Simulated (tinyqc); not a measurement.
Geometry relaxation of a small cluster: one step, computed by the program tinyqc. Command: `OMP_NUM_THREADS=1 python tinyqc.py 3000088 3000089 out.jsonl relax walk`. One thread of a shared host (Intel(R) Xeon(R) Processor @ 2.30GHz), about 0.01 s of CPU time with the checks.

E = sum_(i<j) phi(r_ij), phi(r) = eps [exp(-2 alpha (r - r0)) - 2 exp(-alpha (r - r0))]; the force on i is -sum_j phi'(r_ij) (R_i - R_j)/r_ij.

Task: The first two steps. Conjugate gradient (Polak-Ribiere): d = F + beta d(old), beta = max(0, F.(F - F(old))/|F(old)|^2), d = F at first; step length from one secant, s = eta (F.d)/(F.d - F(R + eta d).d), replaced by eta if that is not positive; R(new) = R + s d. No atom moves more than 0.3 angstrom a step (the whole step is scaled). Stop when the largest force component is below 1e-5 eV/angstrom.

Inputs (values chosen for the exercise, for model atoms):

| quantity | value | unit |
|---|---|---|
| length r0 | 2.83 | angstrom |
| well depth eps | 0.71 | eV |
| stiffness alpha | 1.32 | 1/angstrom |
| step factor eta | 0.15 | angstrom^2/eV |

Potential: Morse. Method: conjugate gradient.

starting positions (angstrom):
```
           x      y      z
atom 1     0   0.15  -0.08
atom 2  2.89  -0.02   0.21
atom 3  1.35    2.5   0.14
```

Give: positions after step 1; energy after step 1; positions after step 2; energy after step 2.

Result:

positions after step 1 (angstrom):
```
             x      y       z
atom 1  -0.001  0.074  -0.083
atom 2   2.818  0.033   0.204
atom 3   1.423  2.522   0.148
```

energy after step 1 = -2.129 eV

positions after step 2 (angstrom):
```
            x      y       z
atom 1  0.003  0.078  -0.082
atom 2  2.812  0.041   0.204
atom 3  1.425  2.511   0.148
```

energy after step 2 = -2.130 eV
